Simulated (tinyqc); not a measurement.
From results back to parameters: heavy doping: gap narrowing, degeneracy and the minority density. Five cases, with inputs chosen for the exercise.

Problem. The minority density was computed from a hidden true narrowing dEg.

F_j(eta) = (1/Gamma(j + 1)) integral_0^infinity x^j dx/(1 + exp(x - eta)), which tends to exp(eta) for eta << 0.

Majority: N = Nc F_1/2(eta), eta the distance of EF beyond the majority band edge in kT. Degeneracy factor gam = F_1/2(eta)/exp(eta). ni0^2 = Nc Nv exp(-Eg/kT); product n p = ni0^2 gam exp(dEg/kT), dEg the true narrowing; apparent narrowing dEa = dEg + kT ln gam; minority density = n p/N.

Constants: kB = 8.617333262e-05 eV/K.

Find: dEa; gam; dEg.

Method. dEa = kT ln(minority x N/ni0^2); gam follows from N alone, and dEg = dEa - kT ln gam.

Case 1.

Values chosen (gap and densities of states near those of Si at this temperature; narrowing constants near the fits for Si; the results hold for these values, not for the real material): N = 1.4e+18 1/cm^3 (ionised donors, equal to the majority density); Eg = 1.116 eV (gap); Nc = 2.75e+19 1/cm^3 (conduction-band density of states); Nv = 1.11e+19 1/cm^3 (valence-band density of states); T = 300 K.

minority density = 199.863 1/cm^3

Solution.

dEa = 42.27 meV
gam = 0.9822
dEg = 42.74 meV

Case 2.

Values chosen (gap and densities of states near those of GaAs at this temperature; narrowing constants of the size fitted for Si, not for this material; the results hold for these values, not for the real material): N = 6.3e+16 1/cm^3 (ionised donors, equal to the majority density); Eg = 1.361 eV (gap); Nc = 7.66e+17 1/cm^3 (conduction-band density of states); Nv = 1.67e+19 1/cm^3 (valence-band density of states); T = 450 K.

minority density = 120117 1/cm^3

Solution.

dEa = 1.30 meV
gam = 0.9714
dEg = 2.42 meV

Case 3.

Values chosen (gap and densities of states near those of Si at this temperature; narrowing constants near the fits for Si; the results hold for these values, not for the real material): N = 2.1e+18 1/cm^3 (ionised donors, equal to the majority density); Eg = 1.121 eV (gap); Nc = 2.74e+19 1/cm^3 (conduction-band density of states); Nv = 1.14e+19 1/cm^3 (valence-band density of states); T = 300 K.

minority density = 106.563 1/cm^3

Solution.

dEa = 40.90 meV
gam = 0.9733
dEg = 41.60 meV

Case 4.

Values chosen (gap and densities of states near those of Si at this temperature; narrowing constants near the fits for Si; the results hold for these values, not for the real material): N = 1e+19 1/cm^3 (ionised donors, equal to the majority density); Eg = 1.127 eV (gap); Nc = 2.13e+19 1/cm^3 (conduction-band density of states); Nv = 8.93e+18 1/cm^3 (valence-band density of states); T = 250 K.

minority density = 0.00723298 1/cm^3

Solution.

dEa = 64.46 meV
gam = 0.8480
dEg = 68.01 meV

Case 5.

Values chosen (gap and densities of states near those of Si at this temperature; narrowing constants near the fits for Si; the results hold for these values, not for the real material): N = 1.9e+19 1/cm^3 (ionised donors, equal to the majority density); Eg = 1.11 eV (gap); Nc = 3.5e+19 1/cm^3 (conduction-band density of states); Nv = 1.42e+19 1/cm^3 (valence-band density of states); T = 350 K.

minority density = 34800.4 1/cm^3

Solution.

dEa = 76.90 meV
gam = 0.8266
dEg = 82.64 meV

Computed by tinyqc, one run a case: `OMP_NUM_THREADS=1 python tinyqc.py N N+1 out.jsonl` with N = 1681278, 1681294, 1681301, 1681373, 1681407; one thread of a shared Intel(R) Xeon(R) Processor @ 2.30GHz, about 0.02 s a run at most.
